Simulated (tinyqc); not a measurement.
# Doping from the ideality factor

Inverse problem. For thermionic-field emission over a Schottky barrier the ideality factor is n = u coth(u) with u = E00/Vt and E00 = (hbar/2) sqrt(Nd/(me m0 eps0 eps_r)) in SI units (volts). Find u, E00 and Nd.

Inputs (values chosen for the exercise); band and dielectric values close to those of gallium arsenide: temperature T = 300 K; electron mass me = 0.0679 m0; relative permittivity eps_r = 13.

Constants: q = 1.602176634e-19 C, kB = 1.380649e-23 J/K, eps0 = 8.8541878128e-12 F/m, hbar = 1.054571817e-34 J s, m0 = 9.1093837015e-31 kg, Vt = kB T/q. Results are converted to the units shown.

n = 2.0164121

Solution. u coth(u) rises steadily from 1, so n fixes u; the definition of E00 then gives Nd.

u = 1.93
E00 = 50.0 meV
Nd = 6.40e18 cm^-3

tinyqc, about 0.06 s, one thread, Intel Xeon 2.30GHz (shared host): `OMP_NUM_THREADS=1 python tinyqc.py 2640153 2640154 out.jsonl`
